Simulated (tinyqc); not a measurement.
Changing the substrate conductivity kappa: time-domain thermoreflectance: layered heat flow under a modulated pulse train, and what the signal ratio measures. Computed by tinyqc, a small Python program. Command: `OMP_NUM_THREADS=1 python tinyqc.py 3110633 3110634 out.jsonl tdtr sweep`. One thread of a shared host (Intel(R) Xeon(R) Processor @ 2.30GHz), about 0.2 s of CPU time with the checks.

Pulses repeat at 80 MHz; heat is laid down at the surface, all layers are isotropic.

Inputs (values chosen for the exercise, modelled on aluminium on silicon):

| quantity | value | unit |
|---|---|---|
| metal thickness d | 96 | nm |
| metal conductivity | 150 | W/(m K) |
| metal heat capacity | 2.42 | MJ/(m^3 K) |
| boundary conductance G under the metal | 150 | MW/(m^2 K) |
| substrate heat capacity C | 1.66 | MJ/(m^3 K) |
| modulation frequency f | 12 | MHz |
| spot radius w (1/e^2, pump and probe) | 11 | micrometre |
| delay t | 1400 | ps |

Stack: metal, substrate.

Method:
- Penetration depth sqrt(kappa/(pi f C)); effusivity sqrt(kappa C); cooling time of the metal d C_m/G; Kapitza length kappa/G.
- For radial wave number k and angular frequency W each layer has u = sqrt(4 pi^2 k^2 + i W C/kappa) and gamma = kappa u. Surface impedance from below: Z = 1/gamma for the substrate; a layer of thickness L maps Z to (Z + tanh(u L)/gamma)/(1 + gamma Z tanh(u L)); a boundary adds 1/G.
- Response per absorbed watt H(W) = 2 pi int_0^(2/w) Z(k, W) exp(-pi^2 k^2 w^2) k dk by 20 Gauss-Legendre points.
- Signal: X + iY = sum_(m = -M..M) H(2 pi (f + m f_r)) exp(i 2 pi m f_r t) exp(-pi (m/M)^2 x 4), f_r = 80 MHz, M = 4000, with H(-W) the complex conjugate of H(W); V_in = X, V_out = Y, ratio = -V_in/V_out.

One run for each value:

| substrate conductivity kappa (W/(m K)) | ratio -V_in/V_out | V_out (K/mW) | phase of H(2 pi f) (degrees) | depth over spot radius |
|---|---|---|---|---|
| 0.5 | 0.7825 | -0.10539 | -74.735 | 0.00813 |
| 1.3 | 0.9706 | -0.08875 | -69.288 | 0.01310 |
| 3.3 | 1.2298 | -0.07076 | -63.005 | 0.02088 |
| 8.6 | 1.5987 | -0.05302 | -55.839 | 0.03370 |
| 22 | 2.0895 | -0.03851 | -48.367 | 0.05390 |
| 58 | 2.7606 | -0.02733 | -40.389 | 0.08752 |
| 150 | 3.6017 | -0.01975 | -32.583 | 0.14075 |
| 390 | 4.6367 | -0.01464 | -25.162 | 0.22694 |
| 1000 | 5.8462 | -0.01122 | -18.654 | 0.36340 |

Over the rows, ratio -V_in/V_out rises from 0.783 to 5.85 (exponent d ln y / d ln x 0.23 between the first rows and 0.25 between the last); V_out (K/mW) rises from -0.105 to -0.0112 (exponent d ln y / d ln x -0.18 between the first rows and -0.28 between the last); phase of H(2 pi f) (degrees) rises from -74.7 to -18.7 (exponent d ln y / d ln x -0.079 between the first rows and -0.32 between the last).
